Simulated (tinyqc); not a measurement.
Resistance of a tapered via with liner, size effect and interface: two steps of the calculation.

A round via whose diameter grows from db at the bottom as D(z) = db + 2 z/tan(ang). The fill, of diameter D - 2 tl, starts above the bottom liner (thickness fb tl) and has rho = rho0 (1 + ks lam/(D - 2 tl)); the sidewall liner conducts in parallel with it. The bottom liner and the interface are crossed over the full area pi db^2/4. Spreading in the lines above and below is left out.

Parameters, values chosen for the exercise; fill metal close to tungsten:
- db = 36 nm (diameter at the bottom)
- hv = 56 nm (height)
- ang = 85 degrees (sidewall angle)
- rho0 = 5.15 uohm cm (bulk resistivity of the fill)
- lam = 15.7 nm (mean free path of the fill)
- ks = 0.7 (size-effect factor)
- tl = 1.9 nm (liner on the sidewall)
- fb = 0.5 (liner at the bottom over that on the sidewall)
- rl = 150 uohm cm (resistivity of the liner)
- ri = 7e-13 ohm cm^2 (interface resistivity at the bottom)
- Sb = 9.1e14 S/m^2 (ballistic conductance per area, about 3/(4 rho0 lam))

Problem 1. Slices of the via. Slices between z0 = fb tl and hv, evaluated at their midpoints: conductance per length pi/4 [(D - 2 tl)^2/rho + (D^2 - (D - 2 tl)^2)/rl], slice resistance = slice height over that. 9 slices.

Wanted: z; D; rho; slice resistance.

Solution 1.

```
slice  z (nm)  D (nm)  rho (uohm cm)  slice resistance (ohm)
0      4.0083  36.701         6.8702                 0.48881
1      10.125  37.772         6.8161                 0.45508
2      16.242  38.842         6.7652                 0.42469
3      22.358  39.912         6.7173                 0.39721
4      28.475  40.982         6.6722                 0.37229
5      34.592  42.053         6.6296                 0.34962
6      40.708  43.123         6.5893                 0.32895
7      46.825  44.193         6.5512                 0.31003
8      52.942  45.264         6.5150                 0.29269
```

Problem 2. Total resistance. R_fill = sum of the slices; R_bottom = rl fb tl/(pi db^2/4); R_interface = ri/(pi db^2/4); ballistic (Sharvin) limit 1/(Sb pi (db - 2 tl)^2/4); ideal cylinder rho0 hv/(pi db^2/4).

slice resistance, slice 0 to 8 (ohm): 0.48880574  0.45507985  0.42468992  0.39721378  0.37229356  0.34962433  0.32894500  0.31003105  0.29268855

Wanted: parts; R; shares; ballistic limit; ideal cylinder.

Solution 2.

parts (ohm): fill 3.419, bottom liner 1.400, interface 0.06877
R = 4.888 ohm
shares (%): fill 69.95, bottom liner 28.64, interface 1.41
ballistic limit = 1.349 ohm
ideal cylinder = 2.833 ohm

The fill is the largest part, and R is 1.73 times the ideal cylinder. With 2000 slices R = 4.8890 ohm.

Computed by the program tinyqc: `OMP_NUM_THREADS=1 python tinyqc.py 2750201 2750202 out.jsonl`, one thread of a shared Intel Xeon 2.30GHz, about 0.01 s for the whole run.
